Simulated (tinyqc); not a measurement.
From results back to parameters: heavy doping: gap narrowing, degeneracy and the minority density. Two cases, with inputs chosen for the exercise.

Problem. Narrowing at two dopings was computed from hidden E0 and N0, with N0 below Na.

Empirical narrowing (Slotboom form, constants chosen for the exercise; published fits of this form give the apparent narrowing, here it is taken as the true one): dEg = E0 [ln(N/N0) + sqrt(ln(N/N0)^2 + C)].

Case 1.

Values chosen (out of a larger set: gap and densities of states near those of Si at this temperature; narrowing constants near the fits for Si; not measured data): C = 0.5 (smoothing constant); Na = 1.3e+18 1/cm^3; Nb = 3.9e+19 1/cm^3.

dEg(Na) = 28.3149 meV
dEg(Nb) = 68.8219 meV

Case 2.

Values chosen (out of a larger set: gap and densities of states near those of Si at this temperature; narrowing constants near the fits for Si; not measured data): C = 0.5 (smoothing constant); Na = 1.1e+18 1/cm^3; Nb = 3.3e+19 1/cm^3.

dEg(Na) = 37.1721 meV
dEg(Nb) = 90.3502 meV

Find: N0; E0.

Solution. The ratio dEg(Nb)/dEg(Na) depends on N0 alone and rises steadily with it; solve for ln N0 by bisection, then E0 from either value.

Case 1.

N0 = 1.3e+17 1/cm^3
E0 = 6.01 meV

Case 2.

N0 = 1.1e+17 1/cm^3
E0 = 7.89 meV

Computed by tinyqc, one run a case: `OMP_NUM_THREADS=1 python tinyqc.py N N+1 out.jsonl` with N = 1650432, 1650460; one thread of a shared Intel(R) Xeon(R) Processor @ 2.30GHz, about 0.02 s a run at most.
